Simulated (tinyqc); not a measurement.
What moves the results: propagation of a band-gap error through k.p and effective-mass formulas. A value that a table varies takes the place of the one given here.

Chain, for a gap E (the reference Eg or another value), with Ep and Dso kept: 1/me = 1 + Ep (E + 2 Dso/3)/(E (E + Dso)); g* = 2 - 2 Ep Dso/(3 E (E + Dso)); g1(E) = g1 + (Ep/3)(1/E - 1/Eg), g2(E) = g2 + (Ep/6)(1/E - 1/Eg), light hole 1/(g1 + 2 g2), heavy hole 1/(g1 - 2 g2) along [100]; optical constant ei(E) = 1 + (ei - 1)(EP/(EP + E - Eg))^2, static e0(E) = ei(E) + e0 - ei.

Donor: R = Ry me/e0^2, a_B = a0 e0/me, Mott density (0.26/a_B)^3. Nc, Nv = 2 (m kT/(4 pi c))^(3/2), c = hbar^2/2m0, ni = sqrt(Nc Nv) exp(-E/2kT). Exciton: Ry mu/e0^2 with 1/mu = 1/me + g1(E). 1 angstrom^-3 = 1e24 cm^-3.

Constants: Ry = 13.60569312 eV; a0 (Bohr radius) = 0.5291772105 angstrom; kB = 8.617333262e-05 eV/K; hbar^2/2m0 = 3.80998211 eV angstrom^2.

Values chosen for the exercise (reference values near those of CdTe, gap at low temperature; not measured data): Eg = 1.636 eV (gap at Gamma to the s-like level); Dso = 0.9 eV (spin-orbit splitting); Ep = 18.6 eV (Kane energy); g1 = 5.31 (Luttinger gamma1); g2 = 1.69 (gamma2); e0 = 10.35 (static dielectric constant); ei = 7.32 (optical dielectric constant); EP = 5.3 eV (mean (Penn) gap); mh = 0.45 m0 (density-of-states mass of the holes); T = 300 K (temperature); Eg2 = 0.998 eV (a wrong gap, of the size a semi-local functional can give).

## The size of the error

E = f Eg; ratios against f = 1.

Results:

| f | E (eV) | me ratio | light-hole ratio | e0 ratio | donor ratio | Mott ratio | g* | log10 ni ratio |
|---|---|---|---|---|---|---|---|---|
| 0.25 | 0.409 | 0.306 | 0.277 | 1.423 | 0.151 | 0.00991 | -18.845 | 9.92 |
| 0.40 | 0.654 | 0.461 | 0.433 | 1.309 | 0.269 | 0.0435 | -8.971 | 7.99 |
| 0.60 | 0.982 | 0.651 | 0.632 | 1.184 | 0.464 | 0.166 | -4.042 | 5.36 |
| 0.80 | 1.309 | 0.830 | 0.821 | 1.083 | 0.708 | 0.450 | -1.860 | 2.69 |
| 1.00 | 1.636 | 1.000 | 1.000 | 1.000 | 1.000 | 1.00 | -0.690 | 0.00 |
| 1.20 | 1.963 | 1.163 | 1.170 | 0.931 | 1.341 | 1.95 | 0.015 | -2.70 |
| 1.50 | 2.454 | 1.395 | 1.410 | 0.848 | 1.942 | 4.46 | 0.644 | -6.76 |
| 2.00 | 3.272 | 1.757 | 1.773 | 0.746 | 3.157 | 13.1 | 1.182 | -13.56 |

What can be read from the table?

Between f = 0.8 and 1.2 the mean powers d ln(ratio)/d ln f are 0.83 for me, 0.87 for the light hole, -0.37 for e0, 1.58 for the donor energy and 3.61 for the Mott density; ni moves by -0.82 decades per 0.1 eV, against -0.1 eV/(2 kT ln 10) = -0.84 from the exponential alone, the rest coming from Nc through me^(3/4). g* changes sign between f = 1.00 and 1.20; the place of this zero hangs on remote bands, which are left out.

## What each input does

All at E = Eg2. Each row changes one parameter from the base and keeps the others.

Results:

| case | me (m0) | light hole (m0) | e0 | donor (meV) | exciton (meV) | log10 ni |
|---|---|---|---|---|---|---|
| base | 0.0599 | 0.0739 | 12.20 | 5.478 | 3.744 | 9.840 |
| Eg2 = 0.918 eV | 0.0558 | 0.0684 | 12.49 | 4.871 | 3.332 | 10.489 |
| Dso = 0.972 eV | 0.0603 | 0.0739 | 12.20 | 5.518 | 3.762 | 9.842 |
| Ep = 17.112 eV | 0.0648 | 0.0761 | 12.20 | 5.924 | 3.980 | 9.865 |
| g1 = 4.885 | 0.0599 | 0.0763 | 12.20 | 5.478 | 3.810 | 9.840 |
| EP = 5.724 eV | 0.0599 | 0.0739 | 12.04 | 5.628 | 3.846 | 9.840 |
| ei = 7.906 | 0.0599 | 0.0739 | 12.37 | 5.327 | 3.641 | 9.840 |
| mh = 0.414 m0 | 0.0599 | 0.0739 | 12.20 | 5.478 | 3.744 | 9.813 |
| T = 324 K | 0.0599 | 0.0739 | 12.20 | 5.478 | 3.744 | 10.511 |

How do the results move?

The largest shifts from the base row, up to three for each result and ties (the steps differ in size, so this ranks the rows, not the parameters). me (m0): Ep +0.0049, Eg2 -0.0041, Dso +0.0004; unchanged at the printed digits by g1, EP, ei, mh and T. light hole (m0): Eg2 -0.0055, g1 +0.0024, Ep +0.0022; unchanged at the printed digits by Dso, EP, ei, mh and T. e0: Eg2 +0.29, ei +0.17, EP -0.16; unchanged at the printed digits by Dso, Ep, g1, mh and T. donor (meV): Eg2 -0.607, Ep +0.446, ei -0.151; unchanged at the printed digits by g1, mh and T. exciton (meV): Eg2 -0.412, Ep +0.236, ei -0.103; unchanged at the printed digits by mh and T. log10 ni: T +0.671, Eg2 +0.649, mh -0.027; unchanged at the printed digits by g1, EP and ei.

Computed by tinyqc, a small Python program: `OMP_NUM_THREADS=1 python tinyqc.py 1851242 1851243 out.jsonl` (the numbers bound the seed that draws the inputs); one thread of a shared host (Intel(R) Xeon(R) Processor @ 2.30GHz), about 0.01 s for the whole set of steps.
